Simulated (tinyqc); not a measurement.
MOS inversion layer, Poisson-Schroedinger loop: mixing schemes compared.

Electrons confined at an insulator interface at z = 0, treated as a hard wall; parabolic valleys, Hartree approximation, no image or exchange terms. The depletion charge lies far deeper than the electrons and gives a uniform field q Nd/(eps0 eps_r); the gate balances all charge. Energies are counted from the band edge at the interface.

V0 = q Nd z/(eps0 eps_r) in eV.

Tridiagonal Hamiltonian with psi = 0 one step beyond both ends: H_ii = C (1/m_(i-1/2) + 1/m_(i+1/2))/hz^2 + V0_i + U_i (+ dE for the set B), H_(i,i+1) = -C/(m_(i+1/2) hz^2), C = hbar^2/(2 m0). The lowest 2 level(s) of each valley set are kept, normalised to hz sum |psi|^2 = 1. The mass is the same on all intervals.

Level k holds N_k = D_k Vt ln(1 + exp((EF - E_k)/Vt)) with D = md1 m0 q/(pi hbar^2) for the set A, D = 3 md2 m0 q/(pi hbar^2) for the set B per eV (spin included); EF is fixed by sum N_k = Ns.

n_i = sum_k N_k |psi_k|^2 (converted to cm^-3). Hartree part by Gauss: on the interval before node i the electrons still beyond are S_i = Ns - hz sum_(j<i) n_j, and U_i = U_(i-1) + q S_i hz/(eps0 eps_r) in eV, U_0 = 0 at the interface. Mixing: U(new) = U + a (U(out) - U).

Rounds from U = 0 until the largest |U(out) - U| is below 1e-7 eV (the round that meets it is counted). Anderson mixing of depth m keeps the last m inputs V and residuals F = V(out) - V(in), fits c by least squares to F = dF c over their successive differences dF, dV, and sets V(new) = V + a F - (dV + a dF) c.

Parameters, values chosen for the exercise; masses and permittivity close to those of germanium (111): temperature T = 400 K; relative permittivity eps_r = 16.2; mass along z of valley set A (1 valley(s)) mz1 = 1.62 m0; in-plane density-of-states mass of set A md1 = 0.0818 m0; mass along z of valley set B (3 valley(s)) mz2 = 0.0905 m0; in-plane density-of-states mass of set B md2 = 0.346 m0; sheet density of electrons Ns = 2.7e12 cm^-2; sheet density of depletion charge Nd = 3.7e12 cm^-2; extra shift of set B (strain) dE = 0 eV; mesh step hz = 1 nm.

Constants: q = 1.602176634e-19 C, kB = 1.380649e-23 J/K, hbar = 1.054571817e-34 J s, m0 = 9.1093837015e-31 kg, Vt = kB T/q, eps0 = 8.8541878128e-14 F/cm where lengths are in cm, hbar^2/(2 m0) = 0.0380998212 eV nm^2. Results are converted to the units shown.

z, node 1 to 14 (nm): 1  2  3  4  5  6  7  8  9  10  11  12  13  14

Rounds needed:
```
a    depth m  rounds
1      plain      10
0.8    plain       9
0.6    plain      15
0.4    plain      26
0.2    plain      58
0.1    plain     122
0.5        2      11
0.5        4       7
0.5        8       6
```

What does the table show?

Among the plain runs a = 0.8 is fastest, with 9 rounds; larger factors overshoot and smaller ones creep. Anderson mixing needs 6 to 11 rounds.

Computed by the program tinyqc: `OMP_NUM_THREADS=1 python tinyqc.py 2160016 2160017 out.jsonl`, one thread of a shared Intel Xeon 2.30GHz, about 0.9 s for the whole run.
